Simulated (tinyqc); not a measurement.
# Changing the temperature T

Model: non-radiative capture by multiphonon emission, one effective mode. Computed by tinyqc, a small Python program. Command: `OMP_NUM_THREADS=1 python tinyqc.py 3020673 3020674 out.jsonl capture sweep`. One thread of a shared host (Intel(R) Xeon(R) Processor @ 2.30GHz), about 0.04 s of CPU time with the checks.

The initial state (free carrier plus empty centre) lies dE above the final state; both have the same frequency and are displaced by dQ.

Inputs (values chosen for the exercise, for a model semiconductor):

| quantity | value | unit |
|---|---|---|
| energy released dE | 0.362 | eV |
| phonon energy hbar omega | 19.4 | meV |
| Huang-Rhys factor S | 10.7 | - |
| electron-phonon coupling W | 0.0043 | eV/(u^(1/2) angstrom) |
| cell volume V | 1290 | angstrom^3 |
| degeneracy g | 2 | - |
| broadening b | 16 | meV |
| carrier mass m | 0.968 | m_0 |
| defect density N_t | 3e+14 | cm^-3 |

Centre: neutral.

Constants: hbar^2/u = 4.18015928e-03 eV angstrom^2; k_B = 8.617333262e-05 eV/K; hbar = 6.582119569e-16 eV s; k_B = 1.380649e-23 J/K; m_0 = 9.1093837015e-31 kg.

Method:
- dQ = sqrt(2 S (hbar^2/u)/hbar omega); relaxation energy lambda = S hbar omega; phonons needed P = dE/hbar omega; classical barrier E_b = (dE - lambda)^2/(4 lambda); occupation n = 1/(exp(hbar omega/k_B T) - 1).
- Huang-Rhys weight for a net emission of p phonons: L_p = exp(-S (2n + 1)) ((n + 1)/n)^(p/2) I_p(2 S sqrt(n (n + 1))), I_p the modified Bessel function.
- M_p = sum_m w_m <m_i|Q|(m + p)_f>^2 with Q counted from the final minimum and Boltzmann weights w_m for m = 0..24; <m_i|Q|k_f> = sqrt((hbar^2/u)/(2 hbar omega)) [sqrt(k) <m|k-1> + sqrt(k+1) <m|k+1>], with overlaps of oscillators displaced by d = sqrt(2 S) summed on 1500 points from -16 to 16 + d.
- The delta function is a Gaussian of standard deviation b at dE - p hbar omega.
- C_0 = V (2 pi/hbar) g W^2 sum_p M_p Gaussian_p. The sum runs over the seven p from round(P) - 3 to round(P) + 3; 1 angstrom^3 = 1e-24 cm^3.
- For a neutral centre the Sommerfeld factor is 1.
- C = s C_0; v = sqrt(3 k_B T/m); sigma = C/v; tau = 1/(C N_t).

One run for each value:

| temperature T (K) | capture coefficient C (cm^3/s) | C_0 (cm^3/s) | Sommerfeld factor s | cross-section sigma (cm^2) |
|---|---|---|---|---|
| 60 | 1.9106e-09 | 1.9106e-09 | 1 | 3.5989e-16 |
| 83 | 2.1506e-09 | 2.1506e-09 | 1 | 3.4443e-16 |
| 110 | 2.5364e-09 | 2.5364e-09 | 1 | 3.5286e-16 |
| 160 | 3.3418e-09 | 3.3418e-09 | 1 | 3.8547e-16 |
| 220 | 4.2135e-09 | 4.2135e-09 | 1 | 4.1448e-16 |
| 300 | 5.0541e-09 | 5.0541e-09 | 1 | 4.2576e-16 |
| 410 | 5.7071e-09 | 5.7071e-09 | 1 | 4.1125e-16 |
| 560 | 6.0559e-09 | 6.0559e-09 | 1 | 3.7339e-16 |

Over the rows, capture coefficient C (cm^3/s) rises from 1.91e-9 to 6.06e-9 (exponent d ln y / d ln x 0.36 between the first rows and 0.19 between the last); C_0 (cm^3/s) rises from 1.91e-9 to 6.06e-9 (exponent d ln y / d ln x 0.36 between the first rows and 0.19 between the last); Sommerfeld factor s does not change. The classical barrier (dE - S hbar omega)^2/(4 S hbar omega) is 0.029 eV and hbar omega/k_B is 225 K; well below that temperature C_0 is the tunnelling rate from the lowest level.

Caution (rows 60.0, 83.0, 110, 160, 220): the largest term is not the one nearest energy conservation, so C_0 depends strongly on the broadening b.

Extremes, crossings and ranges named in words are read from the listed rows.
